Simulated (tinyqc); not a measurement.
Worked calculation: valley-orbit splitting of a donor ground state, with strain. Computed by tinyqc, a small Python program that keeps every step. Command: `OMP_NUM_THREADS=1 python tinyqc.py 3012676 3012677 out.jsonl valleyorbit walk`. One thread of a shared host (Intel(R) Xeon(R) Processor @ 2.30GHz), about 0.01 s of CPU time with the checks. Intermediate numbers are printed to about 7 digits and carried at full precision; extremes and crossings named in words are read from the listed rows.

The basis is the 1s envelope in each valley; energies are counted from the unstrained conduction-band edge. The strain is e_s (a a^T - 1/3) for the unit stress axis a, so valley j along n_j moves by Xi_u e_s w_j with w_j = (n_j.a)^2 - 1/3: +1/3 for [111] and [-1-11], -1/3 for the others.

Inputs (values chosen for the exercise, modelled on donors in germanium):
```
quantity                                    value   unit
single-valley binding energy E_0             9.67    meV
central-cell shift Lambda                    0.88    meV
coupling Delta_1                             0.33    meV
shear deformation potential Xi_u             16.1     eV
shear strain e_s                          0.00035      -
temperature T                                  20      K
donor density N_D                         7.5e+15  cm^-3
density-of-states mass of one valley m_e    0.224    m_0
```

Valleys: four along <111>. Stress axis: [110].

Constants: k_B = 8.617333262e-05 eV/K; m_0 = 9.1093837015e-31 kg; k_B = 1.380649e-23 J/K; h = 6.62607015e-34 J s.

## Levels without strain

By symmetry: E(A1) = E_0 + Lambda + 3 Delta_1 (one state), E(T2) = E_0 + Lambda - Delta_1 (three), as binding energies.

E(A1) = 11.54 meV

E(T2) = 10.22 meV

Only A1 has all valley amplitudes in phase, so only it has weight at the nucleus.

## The valley matrix under strain

H_jj = -(E_0 + Lambda) + Xi_u e_s w_j; H_jk = -Delta_1 between any two valleys.

H (meV), lower triangle (symmetric):
```
            [111]    [1-1-1]    [-11-1]   [-1-11]
[111]    -8.67167
[1-1-1]  -0.33000  -12.42833
[-11-1]  -0.33000   -0.33000  -12.42833
[-1-11]  -0.33000   -0.33000   -0.33000  -8.67167
```

## Levels and ground state under strain

Diagonalise H; the ground vector has positive components. The density at the nucleus, and so the contact hyperfine coupling, scales as (sum_j c_j)^2/(number of valleys), which is 1 without strain; the envelopes are held fixed.

levels (meV): -12.87091  -12.09833  -8.88909  -8.34167

valley amplitudes of the ground state: [111] 0.1188980, [1-1-1] 0.6970389, [-11-1] 0.6970389, [-1-11] 0.1188980

hyperfine ratio A/A_0 = 0.6657531

The valleys that move down hold 97.2 % of the ground state, against 50.0 % without strain.

## Binding energy under strain

The binding energy is counted from the lowest valley edge, min_j Xi_u e_s w_j; the gap is from the ground state to the next level.

binding energy under strain = 10.99258 meV

gap to the first excited state = 0.7725801 meV

## Populations and ionisation

z = sum over levels of exp(-(E - E_ground)/k_B T), the ground-state share being 1/z; N_c = 2 (2 pi m_e k_B T/h^2)^(3/2) sum_j exp(-(shift_j - lowest shift)/k_B T); n1 = N_c/(2 z) exp(-binding/k_B T), binding = lowest shift - E_ground; without compensation n = 2 N_D/(1 + sqrt(1 + 4 N_D/n1)) (Boltzmann statistics; p and higher states left out).

partition sum z = 1.810181

share of neutral donors in the ground state = 0.5524310

N_c = 1.019439e+17 cm^-3

n1 = 4.781904e+13 cm^-3

free electrons n = 5.754355e+14 cm^-3

## Strain dependence

The contact hyperfine ratio is A/A_0 = (sum_j c_j)^2/(number of valleys), c_j the valley amplitudes of the ground state; binding from the lowest valley edge.

Against strain:
```
e_s       Xi_u e_s (w_max - w_min) (meV)  binding (meV)  gap to next level (meV)      A/A_0
-0.00280                       -30.05333       10.89449                0.6744872  0.5219398
-0.00100                       -10.73333       10.92043                0.7004315  0.5610309
-0.00035                        -3.75667       10.99258                0.7725801  0.6657531
-0.00010                        -1.07333       11.19399                0.9739867  0.8879371
0.00010                          1.07333       11.19399                0.9739867  0.8879371
0.00035                          3.75667       10.99258                0.7725801  0.6657531
0.00100                         10.73333       10.92043                0.7004315  0.5610309
0.00280                         30.05333       10.89449                0.6744872  0.5219398
```

A/A_0 falls for either sign of strain, to 0.522 and 0.522 at the ends; its limits are the shares of the valleys that end up lowest, 2/4 under compression and 2/4 under tension. Near zero strain A/A_0 changes in second order, the binding in first. The binding energy drops from 11.54 meV to 10.89 and 10.89 meV, since fewer valleys share the valley-orbit gain.

## Do the excited 1s states matter for ionisation?

No strain here. The last two columns set z = 1, with the A1 depth, or use one level at E_0 with z equal to the number of valleys.

Ionised share:
```
T (K)         z  all 1s states  ground state alone  no splitting
6.7    1.304937   6.153704e-05        7.029580e-05  1.774959e-04
11.0   1.745329   3.830850e-03        5.057852e-03  6.775511e-03
17.0   2.218421   3.963585e-02        5.845383e-02  5.542035e-02
24.0   2.584650   1.418134e-01        2.176804e-01  1.755938e-01
33.0   2.885950   3.237517e-01        4.815616e-01  3.690364e-01
54.0   3.259054   6.738506e-01        8.432756e-01  7.060022e-01
89.0   3.525655   8.902468e-01        9.635338e-01  9.002241e-01
```

z grows from 1.305 to 3.53 of at most 4. Leaving out the excited states overstates the ionised share by up to 53.5 % (at 24.0 K); ignoring the splitting misses by a factor 2.88 at the lowest T and 1.01 at the highest.

Checks made by the program: symmetry formulas against diagonalisation (relative difference below 1e-10).
